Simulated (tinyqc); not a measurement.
# From one set of inputs to another, one input at a time

Model: microkinetic model of low-temperature epitaxy from hydride gases: adsorption, hydrogen desorption and rate control. Computed by tinyqc, a small Python program. Command: `OMP_NUM_THREADS=1 python tinyqc.py 3005257 3005258 out.jsonl hepi ladder`. One thread of a shared host (Intel(R) Xeon(R) Processor @ 2.30GHz), about 0.02 s of CPU time with the checks.

Each hydride molecule needs two free sites and leaves four hydrogen atoms, of which two leave at once as H2; theta is the hydrogen coverage, the site density is 6.78 per nm^2 and one layer is 1.358 angstrom thick.

The inputs printed are set A. Inputs not listed in the table keep their values of set A, so the rows need not describe a real material.

Inputs (values chosen for the exercise, close to those used for silane, with second-order desorption as on Si(111) but the site density of Si(001)):

| quantity | value | unit |
|---|---|---|
| silane pressure p_S | 0.015 | Pa |
| sticking prefactor of silane s0 | 0.068 | - |
| adsorption barrier E_s | 0.29 | eV |
| desorption prefactor nu_d | 3.8e+11 | 1/s |
| desorption energy on silicon E_d | 2.19 | eV |
| hydrogen carrier pressure p_H | 0 | Pa |
| sticking of hydrogen s_H | 3.8e-08 | - |
| temperature T | 800 | C |

Film: silicon. Order of hydrogen desorption: second.

Constants: k_B = 8.617333262e-05 eV/K; u = 1.6605390666e-27 kg; k_B = 1.380649e-23 J/K.

Method:
- Flux per site F = p/(sqrt(2 pi M k_B T) x 6.78e18 per m^2), M = 32.12 u (silane), 2.016 u (hydrogen); s = s0 exp(-E_s/(k_B T)); k_S = s F_S = k; k_H = s_H F_H; k_d = nu_d exp(-E_d/(k_B T)).
- Temperatures in kelvin are T(C) + 273.15.
- With k the hydride and k_H the hydrogen adsorption rate on free pairs and k_d the desorption rate, steady state: 2 (k + k_H)(1 - theta)^2 = k_d theta^2; growth rate R = k (1 - theta)^2 layers/s; 1 layer/s = 8.148 nm/min.
- With c = 2 (k + k_H)/k_d the free share is 1 - theta = 1/(1 + sqrt(c)).
- X_i = d ln R/d ln k_i at fixed other constants. With f = 1 - theta and a = 2/f + 2/theta: d ln f/d ln k_d = 1/(a f), so X_d = 2/(a f), X_k = 1 - X_d k/(k + k_H), X_H = -X_d k_H/(k + k_H); they sum to 1.

Each row keeps all changes above it:

| input moved | from | to | growth rate G (nm/min) | hydrogen coverage theta | X_d (desorption) |
|---|---|---|---|---|---|
| set A | - | - | 0.62824 | 0.08842 | 0.08842 |
| temperature T (C) | 800 | 500 | 0.00593 | 0.85005 | 0.85005 |
| desorption prefactor nu_d (1/s) and desorption energy on silicon E_d (eV) | 3.8e+11, 2.19 | 1.1e+12, 2.18 | 0.01576 | 0.75556 | 0.75556 |
| silane pressure p_S (Pa) | 0.015 | 0.12 | 0.02223 | 0.89736 | 0.89736 |
| sticking prefactor of silane s0 and adsorption barrier E_s (eV) | 0.068, 0.29 | 0.042, 0.32 | 0.01975 | 0.84582 | 0.84582 |

Which inputs carry the difference?

Growth rate G goes from 0.628 to 0.0198, a factor 0.0314 in all. The largest single move comes from temperature T (a factor 0.00944), and desorption prefactor nu_d with desorption energy on silicon E_d works against it (a factor 2.66). Hydrogen coverage theta goes from 0.0884 to 0.846, a factor 9.57 in all. The largest single move comes from temperature T (a factor 9.61). X_d (desorption) goes from 0.0884 to 0.846, a factor 9.57 in all. The largest single move comes from temperature T (a factor 9.61). The single moves hold for this order of the switches; the total does not depend on the order.

Extremes, crossings and ranges named in words are read from the listed rows.
